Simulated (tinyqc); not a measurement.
Leakage against temperature: trap-assisted generation and recombination current of an abrupt junction. Computed by tinyqc, a small Python program. Command: `OMP_NUM_THREADS=1 python tinyqc.py 3022681 3022682 out.jsonl junctionleak walk`. One thread of a shared host (Intel(R) Xeon(R) Processor @ 2.30GHz), about 0.01 s of CPU time with the checks.

Depletion approximation, flat quasi-Fermi levels across the depleted layer, long neutral regions with minority lifetimes tau_n and tau_p, full ionisation and Boltzmann statistics. Voltages in exponents stand for e V.

Inputs (values chosen for the exercise, with bands and screening modelled on GaP):

| quantity | value | unit |
|---|---|---|
| gap E_g | 2.26 | eV |
| electron mass m_e | 0.514 | m_0 |
| valleys M_c | 3 | - |
| hole mass m_h | 0.784 | m_0 |
| dielectric constant eps | 10.7 | - |
| acceptor density N_A | 4.7e+17 | cm^-3 |
| donor density N_D | 1.6e+18 | cm^-3 |
| capture time tau_n | 1.9e-06 | s |
| capture time tau_p | 3.2e-05 | s |
| trap level E_t - E_i | 0 | eV |
| electron diffusion coefficient D_n | 92 | cm^2/s |
| hole diffusion coefficient D_p | 5.7 | cm^2/s |
| reverse bias V_r | 7.6 | V |
| temperature T | 350 | K |
| tunnelling mass m_t | 0.22 | m_0 |

Field enhancement: Hurkx tunnelling factor.

Constants: k_B = 8.617333262e-05 eV/K; m_0 = 9.1093837015e-31 kg; k_B = 1.380649e-23 J/K; h = 6.62607015e-34 J s; e = 1.602176634e-19 C; eps_0 = 8.8541878128e-12 F/m; hbar = 1.054571817e-34 J s.

Method:
- N_c = 2 M_c (2 pi m_e k_B T/h^2)^(3/2) and N_v = 2 (2 pi m_h k_B T/h^2)^(3/2), masses in units of m_0.
- n_i = sqrt(N_c N_v) exp(-E_g/2 k_B T); V_bi = (k_B T/e) ln(N_A N_D/n_i^2); diffusion saturation current J_d0 = e n_i^2 [sqrt(D_n/tau_n)/N_A + sqrt(D_p/tau_p)/N_D].
- W = sqrt(2 eps eps_0 (V_bi - V)(1/N_A + 1/N_D)/e), x_p = W N_D/(N_A + N_D), x_n = W - x_p, peak field F_m = 2 (V_bi - V)/W; reverse bias means V = -V_r.
- Both capture times are divided by 1 + Gamma, Gamma = 2 sqrt(3 pi) (F/F_G) exp((F/F_G)^2), F_G = sqrt(24 m_t (k_B T)^3)/(e hbar) (the low-field Hurkx form), F being the local field, linear in x from 0 at the edges to F_m.
- Potential from the p edge: phi = (V_bi - V) x^2/(x_p W) on the p side and (V_bi - V)[1 - (W - x)^2/(x_n W)] on the n side; p = N_A exp(-phi/k_B T), n = n_i^2 exp(V/k_B T)/p; U = (n p - n_i^2)/[tau_p (n + n_i exp(dE/k_B T)) + tau_n (p + n_i exp(-dE/k_B T))], dE = E_t - E_i, n1 = n_i exp(dE/k_B T), p1 = n_i exp(-dE/k_B T); J_t = e int U dx by the trapezoid rule on 400 intervals on each side.
- The gap, capture times and diffusion coefficients are held fixed. J_g = -J_t at V = -V_r. The last column is -k_B d ln(J_g + J_d0)/d(1/T) from this row and the one above.

peak field F_m = 1.08897e+06 V/cm

Reverse current:

| T (K) | generation (A/cm^2) | diffusion (A/cm^2) | activation energy (eV) |
|---|---|---|---|
| 350 | 7.7296e-14 | 5.3120e-27 | - |
| 390 | 8.5283e-13 | 1.5994e-23 | 0.70603 |
| 440 | 1.3418e-11 | 4.7846e-20 | 0.81501 |
| 490 | 1.5108e-10 | 2.8941e-17 | 0.89968 |
| 560 | 2.6423e-09 | 3.4760e-14 | 0.96665 |

What does the comparison show, and why?

The activation energy goes from 0.706 to 0.967 eV. Generation alone gives about E_g/2 + dE if tau_p exp(dE/k_B T) exceeds tau_n exp(-dE/k_B T), else E_g/2 - dE, here 1.130 eV, plus 1.5 k_B T, less where tunnelling helps, and diffusion E_g = 2.26 eV plus 3 k_B T; generation rules in every row.

Extremes, crossings and ranges named in words are read from the listed rows.
